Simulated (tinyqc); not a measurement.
MOS inversion layer, Poisson-Schroedinger loop: one step of the calculation.

Electrons confined at an insulator interface at z = 0, treated as a hard wall; parabolic valleys, Hartree approximation, no image or exchange terms. The depletion charge lies far deeper than the electrons and gives a uniform field q Nd/(eps0 eps_r); the gate balances all charge. Energies are counted from the band edge at the interface.

Task. Closed-form estimates. Triangular well: E_k = a_k (C F^2/mz)^(1/3), a_1 = 2.338107, a_2 = 4.087949, C = hbar^2/(2 m0), F in eV/nm. Fang-Howard (all electrons in the lowest level of set A): b^3 = 6 (mz1/C) q (Nd + 11 Ns/32)/(eps0 eps_r), centroid 3/b, level C b^2/(4 mz1) + (3/b) q (Nd + 11 Ns/16)/(eps0 eps_r). Use F = q (Nd + Ns)/(eps0 eps_r), the surface field, and F = q (Nd + Ns/2)/(eps0 eps_r).

Values chosen for this exercise; masses and permittivity close to those of silicon (110):
- eps_r = 11.5 (relative permittivity)
- mz1 = 0.32 m0 (mass along z of valley set A (4 valley(s)))
- Ns = 5.2e11 cm^-2 (sheet density of electrons)
- Nd = 3.1e11 cm^-2 (sheet density of depletion charge)

Constants: q = 1.602176634e-19 C, hbar = 1.054571817e-34 J s, m0 = 9.1093837015e-31 kg, eps0 = 8.8541878128e-14 F/cm where lengths are in cm, hbar^2/(2 m0) = 0.0380998212 eV nm^2. Results are converted to the units shown.

Give: A1 with the surface field; A1 with Nd + Ns/2; A2 with Nd + Ns/2; b; Fang-Howard centroid; Fang-Howard level.

Result.

A1 with the surface field = 0.063790 eV
A1 with Nd + Ns/2 = 0.049653 eV
A2 with Nd + Ns/2 = 0.086814 eV
b = 0.72908 1/nm
Fang-Howard centroid = 4.1148 nm
Fang-Howard level = 0.059040 eV

tinyqc, about 0.9 s, one thread, Intel Xeon 2.30GHz (shared host): `OMP_NUM_THREADS=1 python tinyqc.py 2160129 2160130 out.jsonl`
